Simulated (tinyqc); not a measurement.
Worked calculation: interdiffusion in a binary couple: Darken equations, Kirkendall shift and Boltzmann-Matano analysis. Computed by tinyqc, a small Python program that keeps every step. Command: `OMP_NUM_THREADS=1 python tinyqc.py 3004044 3004045 out.jsonl darken walk`. One thread of a shared host (Intel(R) Xeon(R) Processor @ 2.30GHz), about 0.01 s of CPU time with the checks. Intermediate numbers are printed to about 6 digits and carried at full precision; extremes and crossings named in words are read from the listed rows.

x is the mole fraction of B; the molar volume is constant, and the two halves are long enough to count as infinite.

Inputs (values chosen for the exercise, for a model alloy A-B):

| quantity | value | unit |
|---|---|---|
| tracer diffusivity D*_A(0) | 5.2e-13 | m^2/s |
| tracer diffusivity D*_B(0) | 2e-12 | m^2/s |
| slope k of ln D* with x | 1.1 | - |
| regular-solution parameter W | 0.093 | eV |
| temperature T | 989 | K |
| left composition x_L | 0.35 | - |
| right composition x_R | 0.66 | - |
| time t | 7900 | s |
| composition x for the local step | 0.41 | - |

Vacancy-wind correction: none.

Constants: k_B = 8.617333262e-05 eV/K.

## Diffusivities at one composition

D*_i(x) = D*_i(0) exp(k x); thermodynamic factor Phi = 1 - 2 W x (1 - x)/(k_B T); intrinsic D_i = D*_i Phi; interdiffusion D~ = x D_A + (1 - x) D_B.

thermodynamic factor Phi = 0.472066

intrinsic D_A = 3.85366e-13 m^2/s

intrinsic D_B = 1.48218e-12 m^2/s

interdiffusion coefficient D~ at the local x = 1.03248e-12 m^2/s

A positive W (tendency to separate) slows mixing: Phi is below 1.

## Composition profile

With lambda = z/sqrt(t), the profile solves d/dlambda (D~ dx/dlambda) + (lambda/2) dx/dlambda = 0 with x = x_L and x_R far to the left and right; z = 0 is the original interface. It is solved as a boundary-value problem in y = lambda/sqrt(D~ at the mean composition) on -12 < y < 12 (collocation, tolerance 1e-8). The last column is the error-function profile for a constant D~ taken at the mean composition.

D~ at the mean composition = 9.92070e-13 m^2/s

Profile at time t:

| y | z (um) | x | dx/dz (1/um) | x for constant D~ |
|---|---|---|---|---|
| -3.0 | -265.586 | 0.356063 | 1.10763e-04 | 0.355254 |
| -2.0 | -177.058 | 0.375320 | 3.56689e-04 | 0.374381 |
| -1.5 | -132.793 | 0.395219 | 5.48377e-04 | 0.394771 |
| -1.0 | -88.529 | 0.424135 | 7.57246e-04 | 0.424323 |
| -0.5 | -44.264 | 0.461713 | 9.28708e-04 | 0.462169 |
| 0.0 | 0.000 | 0.504819 | 9.97391e-04 | 0.505000 |
| 0.5 | 44.264 | 0.547990 | 9.31490e-04 | 0.547831 |
| 1.0 | 88.529 | 0.585725 | 7.61265e-04 | 0.585677 |
| 1.5 | 132.793 | 0.614809 | 5.51650e-04 | 0.615229 |
| 2.0 | 177.058 | 0.634815 | 3.58139e-04 | 0.635619 |
| 3.0 | 265.586 | 0.654069 | 1.09787e-04 | 0.654746 |

At the original interface x = 0.5048, against the mean 0.5050. D~ is 0.984 times as large at x_R as at x_L, about the same at both ends.

## Boltzmann-Matano quantities at composition x

Read from the profile: the position z(x), the area -int_(x_L)^x z dx and the slope.

position z(x) = -108.407 um

area -int z dx from x_L to the local x = 10.8355 um

slope dx/dz at the local x = 6.64218e-04 1/um

## Boltzmann-Matano diffusivity

D~(x) = area/(2 t slope), with z counted from the original interface (the Matano plane); 1 um^2 = 1e-12 m^2.

D~ from the profile = 1.03248e-12 m^2/s

It returns the value of D~ 1.0325e-12 m^2/s that went in.

## Kirkendall markers

Lattice planes move with v = (D_B - D_A) dx/dz; markers from the original interface stay at one composition, where z_K = 2 t v.

marker position z_K = 18.6732 um

composition at the markers = 0.523372

number of solutions = 1

The markers move towards the B-rich side, the side that loses atoms of the faster species (B); vacancies flow the same way and may condense there as voids.

Checks made by the program: mass balance about the original interface (Matano plane at z = 0) (relative difference below 1e-10); Boltzmann-Matano against the Darken value (relative difference 6e-08).
